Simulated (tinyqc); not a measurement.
Schottky barrier on an n-type semiconductor with a doping step, non-linear Poisson equation by Newton steps: Capacitance-voltage profiling.

One dimension, metal at x = 0, donor density C(x) = N1 for x < x1 and Nd beyond. Energies are counted from the electron Fermi level of the semiconductor and the conduction-band edge is Ec = -psi, so n = Nc exp(psi/Vt); holes follow the Fermi level of the metal, at -V, so p = Nv exp((V - psi - Eg)/Vt). Ends: psi(0) = V - phiB and psi = Vt ln(Nd/Nc) deep inside. Boltzmann statistics, full ionisation, no current, no image force in the Poisson equation.

The Poisson equation d/dx(eps0 eps_r dpsi/dx) = -q (p - n + C) is solved on a mesh of about 1000 nodes or more that ends in neutral material. C_s = q d/dV of the integral of n over x, from the linearised equation. Probed depth w = eps0 eps_r/C_s; apparent doping N_app = C_s^3/(q eps0 eps_r dC_s/dV), the derivative by central differences over +/- 0.02 V.

Parameters, values chosen for the exercise; band and dielectric values close to those of 4H silicon carbide:
```
symbol    value   unit                                  meaning
T           400      K                              temperature
Eg         3.23     eV                                 band gap
eps_r      9.72                           relative permittivity
Nc      2.63e19  cm^-3   conduction-band density of states at T
Nv      3.82e19  cm^-3      valence-band density of states at T
Nd       6.5e17  cm^-3  donor density deep in the semiconductor
phiB       1.47     eV                           barrier height
x1           28     nm                 depth of the doping step
N1       3.2e16  cm^-3             donor density above the step
```

Constants: q = 1.602176634e-19 C, kB = 1.380649e-23 J/K, Vt = kB T/q, eps0 = 8.8541878128e-14 F/cm where lengths are in cm. Results are converted to the units shown.

The same in every row: true C(w) (cm^-3) = 6.50e17.

Results:
```
V (V)  C_s (nF/cm^2)  w (nm)  N_app (cm^-3)  |E_0| (kV/cm)
0                160    53.9        6.50e17            330
-0.56            139    61.9        6.50e17            427
-1.11            125    68.9        6.50e17            511
-1.67            114    75.3        6.50e17            589
-2.22            106    81.1        6.50e17            659
-2.78           99.4    86.6        6.50e17            726
-3.33           93.8    91.7        6.50e17            788
-3.89           89.1    96.6        6.50e17            847
-5              81.4     106        6.50e17            957
```

Estimate the missing row, V = -4.44 V.

Computed row:
```
V (V)  C_s (nF/cm^2)  w (nm)  N_app (cm^-3)  |E_0| (kV/cm)
-4.44           85.0     101        6.50e17            903
```

With this row back in the table: C_s falls from 160 to 81.4 nF/cm^2 while the probed depth goes from 53.9 to 106 nm. The apparent doping stays near 6.50e17 cm^-3. It departs most from the true doping at that depth for V = 0 V, where it is within 0.01 % of it; so the doping is read well over the depths probed, the small gap being the error of the finite difference in V. The step lies inside the layer that is depleted at zero bias and is not seen.

tinyqc, about 0.09 s, one thread, Intel Xeon 2.30GHz (shared host): `OMP_NUM_THREADS=1 python tinyqc.py 2020110 2020111 out.jsonl`
